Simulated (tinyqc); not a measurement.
MP2 on RHF in the sto-3g basis, for H4, spin multiplicity 1, step by step. One step of it, computed by the program tinyqc.

Task: Iteration 1: building the Fock matrix. J_ij = sum D_kl (ij|kl), K_ij = sum D_kl (ik|jl); F = H + J - 0.5 K; E = tr D H + tr D J / 2 - 0.25 tr D K + E_nn.

D at the start, order 1H 1s, 2H 1s, 3H 1s, 4H 1s:
$$\begin{pmatrix}
0.952021 & 0.096241 & 0.019010 & 0.005877 \\
0.096241 & 0.908013 & 0.095776 & 0.019010 \\
0.019010 & 0.095776 & 0.908013 & 0.096241 \\
0.005877 & 0.019010 & 0.096241 & 0.952021
\end{pmatrix}$$

core Hamiltonian H = T + V (hartree), order 1H 1s, 2H 1s, 3H 1s, 4H 1s:
$$\begin{pmatrix}
-1.419161 & -1.021847 & -0.175543 & -0.030794 \\
-1.021847 & -1.658985 & -0.691977 & -0.175543 \\
-0.175543 & -0.691977 & -1.658985 & -1.021847 \\
-0.030794 & -0.175543 & -1.021847 & -1.419161
\end{pmatrix}$$

Two-electron integrals (ij|kl) in chemists' order, unique and non-zero (hartree):
```
(11|11) 0.774606   (21|11) 0.342345   (21|21) 0.188632   (22|11) 0.501084
(22|21) 0.342345   (22|22) 0.774606   (31|11) 0.036721   (31|21) 0.022677
(31|22) 0.047557   (31|31) 0.003431   (32|11) 0.116852   (32|21) 0.081847
(32|22) 0.197879   (32|31) 0.014795   (32|32) 0.071621   (33|11) 0.238550
(33|21) 0.162944   (33|22) 0.395584   (33|31) 0.036721   (33|32) 0.197879
(33|33) 0.774606   (41|11) 0.004592   (41|21) 0.003001   (41|22) 0.006686
(41|31) 0.000510   (41|32) 0.002357   (41|33) 0.006686   (41|41) 0.000082
(42|11) 0.022385   (42|21) 0.015373   (42|22) 0.036721   (42|31) 0.002968
(42|32) 0.014795   (42|33) 0.047557   (42|41) 0.000510   (42|42) 0.003431
(43|11) 0.106810   (43|21) 0.070149   (43|22) 0.162944   (43|31) 0.015373
(43|32) 0.081847   (43|33) 0.342345   (43|41) 0.003001   (43|42) 0.022677
(43|43) 0.188632   (44|11) 0.168201   (44|21) 0.106810   (44|22) 0.238550
(44|31) 0.022385   (44|32) 0.116852   (44|33) 0.501084   (44|41) 0.004592
(44|42) 0.036721   (44|43) 0.342345   (44|44) 0.774606
```

nuclear repulsion = 2.19494367 hartree

Give: Coulomb J; exchange K; Fock matrix F; total energy of this density.

Result:

Coulomb J (hartree), order 1H 1s, 2H 1s, 3H 1s, 4H 1s:
$$\begin{pmatrix}
1.6803 & 0.9534 & 0.1432 & 0.0225 \\
0.9534 & 1.9051 & 0.6282 & 0.1432 \\
0.1432 & 0.6282 & 1.9051 & 0.9534 \\
0.0225 & 0.1432 & 0.9534 & 1.6803
\end{pmatrix}$$

exchange K (hartree), order 1H 1s, 2H 1s, 3H 1s, 4H 1s:
$$\begin{pmatrix}
0.9838 & 0.7332 & 0.1847 & 0.0536 \\
0.7332 & 1.0626 & 0.4794 & 0.1847 \\
0.1847 & 0.4794 & 1.0626 & 0.7332 \\
0.0536 & 0.1847 & 0.7332 & 0.9838
\end{pmatrix}$$

Fock matrix F (hartree), order 1H 1s, 2H 1s, 3H 1s, 4H 1s:
$$\begin{pmatrix}
-0.2308 & -0.4351 & -0.1247 & -0.0351 \\
-0.4351 & -0.2851 & -0.3034 & -0.1247 \\
-0.1247 & -0.3034 & -0.2851 & -0.4351 \\
-0.0351 & -0.1247 & -0.4351 & -0.2308
\end{pmatrix}$$

total energy of this density = -1.528662 hartree

This density is the starting one; it is not idempotent, so its energy is not variational and may lie below the converged one.
